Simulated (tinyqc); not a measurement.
Thin-film optics by transfer matrices, step by step. Values are carried at full precision from step to step, so a last printed digit may differ when a step is redone from the rounded ones.

Indices N = n + i k. Snell: N0 sin(theta) = N_j sin(theta_j), with Im(N_j cos theta_j) >= 0. Admittance y_j = N_j cos theta_j for s and N_j/cos theta_j for p. Phase delta_j = 2 pi N_j cos theta_j d_j/lambda. Layer matrix [[cos delta, -i sin delta/y], [-i y sin delta, cos delta]], multiplied from the top down to M. (B, C) = M (1, y_sub); r = (y0 B - C)/(y0 B + C), R = |r|^2, T = 4 Re y0 Re y_sub/|y0 B + C|^2, absorbed in the films 1 - R - T.

Values chosen for the exercise (indices near those of resist, SiO2 on Si; shifted at random, so the results belong to these values and not to a real crystal): lam = 633 nm (vacuum wavelength); n0 = 1 (ambient index); n = (1.611, 1.43, 3.949) (n of resist, SiO2, substrate); k = (0, 0, 0.019) (k in the same order); d = (87.2, 8.2) nm (thicknesses, top first); theta = 30 degrees (angle of incidence); pol = p (polarisation).

## Angles, admittances and phases

Form cos theta_j, y_j and delta_j.

cos theta_j: ambient 0.8660, film 1 0.9506, film 2 0.9369, substrate 0.9920+0.0001i

y_j: ambient 1.1547, film 1 1.6947, film 2 1.5263, substrate 3.9810+0.0188i

delta_j (rad): film 1 1.3255, film 2 0.1090

## Layer matrices and their product

Form each matrix and multiply from the top down.

matrix of film 1:
```
,1,2
1,0.2428,-0.5724i
2,-1.6440i,0.2428
```

matrix of film 2:
```
,1,2
1,0.9941,-0.0713i
2,-0.1661i,0.9941
```

M:
```
,1,2
1,0.1463,-0.5863i
2,-1.6745i,0.1241
```

Each matrix has determinant 1, and so has M.

## Reflection and transmission

Close the stack on the substrate.

B, C: 0.1573-2.3342i  0.4942-1.6722i

r = 0.2180-0.1053i
R = 0.0586
T into the substrate = 0.9414
absorbed in the films = 0.0000

The bare substrate would reflect 0.3029.

## Ellipsometric angles

Ellipsometry: rho = tan(Psi) exp(i Delta) = -conj(r_p/r_s) with the r of the admittance formula, Delta in 0 to 360 degrees, so that a bare dielectric at small angles gives Delta = 180.

Repeat the steps for both polarisations.

r_s = 0.1673-0.1173i
r_p = 0.2180-0.1053i
Psi = 49.83 degrees
Delta = 170.76 degrees

## Checks

- R against the recursion of Airy sums from the substrate up: both 0.058594.

Run: tinyqc, `OMP_NUM_THREADS=1 python tinyqc.py 1652435 1652436 out.jsonl`; Intel(R) Xeon(R) Processor @ 2.30GHz, one thread, shared host; about 0.01 s of CPU time with all checks.
